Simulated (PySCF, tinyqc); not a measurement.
The basis set: RHF and MP2 along a ladder of basis sets, for H4, spin multiplicity 1. Computed by the program tinyqc with PySCF. Same geometry throughout; the dipole is taken about the origin.

Geometry (angstrom):
```
atom       x       y       z
H     0.0000  0.0000  0.0000
H     0.0000  0.0000  0.7880
H     0.0000  0.8820  0.0000
H     0.0000  0.8820  0.7880
```

RHF and frozen-core MP2 in a ladder of bases:
```
basis        functions  E(RHF) (hartree)  E(MP2 corr) (hartree)  HOMO (eV)  LUMO (eV)  dipole (debye)
sto-3g               4         -1.743388              -0.041198    -6.1391     8.6614          0.0000
3-21g                8         -1.889001              -0.045327    -8.4389     2.5298          0.0000
6-31g                8         -1.897799              -0.045348    -8.5758     2.1382          0.0000
cc-pvdz             20         -1.917829              -0.067164    -8.4072     1.8103          0.0000
aug-cc-pvdz         36         -1.919966              -0.070502    -8.5262     0.7647          0.0000
cc-pvtz             56         -1.929224              -0.080570    -8.4849     1.5291          0.0000
```

Estimate the missing row, basis = 6-31g**.

Computed row:
```
basis    functions  E(RHF) (hartree)  E(MP2 corr) (hartree)  HOMO (eV)  LUMO (eV)  dipole (debye)
6-31g**         20         -1.919595              -0.066958    -8.3304     2.2589          0.0000
```

From cc-pVDZ to cc-pVTZ the RHF energy falls by 11.4 mhartree and the correlation energy by 13.4. If valence correlation converges as X^-3, (27 E(T) - 8 E(D))/19 gives -0.0862 hartree, a rough estimate from such small X that usually falls short; STO-3G holds about 48 % of it. Beyond STO-3G the LUMO moves by 1.8 eV and the HOMO by 0.2 eV. The restricted reference is unstable here: a spin-polarised solution lies 0.0232 hartree lower (PySCF, cc-pVDZ), so results built on it describe a poor reference.
